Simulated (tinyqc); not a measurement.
Tunnelling through a gate dielectric, WKB transmission and Tsu-Esaki current: one step of the calculation.

Electrons leave the emitter at x = 0. Energies E (motion across the layers) are in eV from the emitter Fermi level; the collector Fermi level lies at -V and offers states at every E. No charge in the dielectric and no image force: F1 = V/t1, U = phi1 - F1 x. With C = hbar^2/(2 m0), kappa = sqrt(m (U - E)/C) where U > E and 0 elsewhere; T(E) = exp(-S), S = 2 times the integral of kappa over x.

Question. WKB exponent by the midpoint rule. Cut each layer into nc equal cells, take U and kappa at the cell centres, and sum S = 2 sum kappa h.

Parameters, values chosen for the exercise; dielectric values close to those of silicon dioxide:

| symbol | value | unit | meaning |
|---|---|---|---|
| phi1 | 2.98 | eV | barrier of layer 1 above the emitter Fermi level at zero bias |
| m1 | 0.52 | m0 | tunnelling mass of layer 1 |
| t1 | 5.4 | nm | thickness of layer 1 |
| V | 3.5 | V | voltage across the dielectric |
| E | 0 | eV | energy of the electron followed |
| nc | 7 |  | cells in each layer |

Constants: q = 1.602176634e-19 C, hbar = 1.054571817e-34 J s, m0 = 9.1093837015e-31 kg, hbar^2/(2 m0) = 0.0380998212 eV nm^2. Results are converted to the units shown.

Find: x; U; kappa; S; T(E).

Answer.

```
cell  x (nm)  U (eV)  kappa (1/nm)
0      0.386   2.730         6.104
1      1.157   2.230         5.517
2      1.929   1.730         4.859
3      2.700   1.230         4.097
4      3.471   0.730         3.156
5      4.243   0.230         1.772
6      5.014  -0.270         0.000
```

S = 39.35
T(E) = 8.125e-18

Numbers from tinyqc (`OMP_NUM_THREADS=1 python tinyqc.py 2540074 2540075 out.jsonl`; about 0.03 s on one thread of a shared Intel Xeon 2.30GHz).
